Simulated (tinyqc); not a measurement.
Spin coating of a resist or spin-on film: centrifugal thinning, evaporation and the final thickness (Emslie and Meyerhofer models). Inputs raised by 10 %, one at a time. Computed by tinyqc, a small Python program. Command: `OMP_NUM_THREADS=1 python tinyqc.py 3110923 3110924 out.jsonl spincoat sens`. One thread of a shared host (Intel(R) Xeon(R) Processor @ 2.30GHz), about 0.3 s of CPU time with the checks.

A Newtonian film stays uniform over the wafer; solvent and solids have the same density and the concentration is uniform through the thickness.

Inputs (values chosen for the exercise, of the order of those of a polymer resist in an ester solvent): solids volume fraction c0 = 0.31; kinematic viscosity of the solvent nu_s = 2.3 mm^2/s; viscosity constant k = 2200 mm^2/s; viscosity exponent gamma = 2.3; spin speed f = 2000 rpm; evaporation rate at 1000 rpm e0 = 0.37 micrometre/s; starting thickness h0 = 200 micrometre; wafer radius R = 100 mm; shrinkage in the bake = 6 %.

Method:
- omega = 2 pi f/60; nu(c) = nu_s + k c^gamma; evaporation rate e = e0 sqrt(f/1000 rpm).
- Flow constant K = 2 omega^2/(3 nu(c0)); Reynolds number of the air omega R^2/nu_air with nu_air = 15 mm^2/s.
- Meyerhofer estimate: flow rules until (1 - c0) K h^3 = e, then evaporation alone: h_w = (e/((1 - c0) K))^(1/3), dry film c0 h_w.
- Full model for solids s and liquid l per area, h = s + l, c = s/h: ds/dt = -c Q, dl/dt = -(1 - c) Q - e, Q = 2 omega^2 h^3/(3 nu(c)); integrated adaptively (relative tolerance 1e-9) until l = 0.
- Dry film = s at l = 0, before the bake; film after the bake = s x (1 - shrinkage).

Runs:
```
input moved                                       from     to  dry film (nm)  time to dry (s)  dry film, estimate (nm)  wet thickness h_w (micrometre)
base run                                             -      -         5215.0           26.184                   4887.1                          15.765
solids volume fraction c0                         0.31  0.341         6169.5           27.063                   5866.7                          17.204
kinematic viscosity of the solvent nu_s (mm^2/s)   2.3   2.53         5216.9           26.195                   4889.5                          15.773
viscosity constant k (mm^2/s)                     2200   2420         5381.5           27.015                   5042.5                          16.266
viscosity exponent gamma                           2.3   2.53         4839.5           24.173                   4474.4                          14.433
spin speed f (rpm)                                2000   2200         4972.4           23.809                   4659.6                          15.031
evaporation rate at 1000 rpm e0 (micrometre/s)    0.37  0.407         5383.2           24.568                   5044.8                          16.274
starting thickness h0 (micrometre)                 200    220         5215.3           26.195                   4887.1                          15.765
```

Exponents ln(y'/y) / ln(x'/x):
```
input                                    dry film  time to dry  dry film, estimate  wet thickness h_w
solids volume fraction c0                   1.763        0.347               1.917              0.917
kinematic viscosity of the solvent nu_s     0.004        0.004               0.005              0.005
viscosity constant k                        0.330        0.328               0.328              0.328
viscosity exponent gamma                   -0.784       -0.838              -0.926             -0.926
spin speed f                               -0.500       -0.998              -0.500             -0.500
evaporation rate at 1000 rpm e0             0.333       -0.668               0.333              0.333
starting thickness h0                       0.001        0.005               0.000              0.000
```

To which inputs is each result most sensitive?

Among the inputs moved here: dry film answers most in size to solids volume fraction c0 (exponent +1.763), next to viscosity exponent gamma (-0.784). Its exponent -0.500 in spin speed f: (e/omega^2)^(1/3) with e as sqrt(f). Its exponent +0.333 in evaporation rate at 1000 rpm e0: the cube root of the evaporation rate. Time to dry answers most in size to spin speed f (exponent -0.998), next to viscosity exponent gamma (-0.838). dry film, estimate answers most in size to solids volume fraction c0 (exponent +1.917), next to viscosity exponent gamma (-0.926); its exponent is below 0.0005 for starting thickness h0. wet thickness h_w answers most in size to viscosity exponent gamma (exponent -0.926), and about equally to solids volume fraction c0 (+0.917); its exponent is below 0.0005 for starting thickness h0.
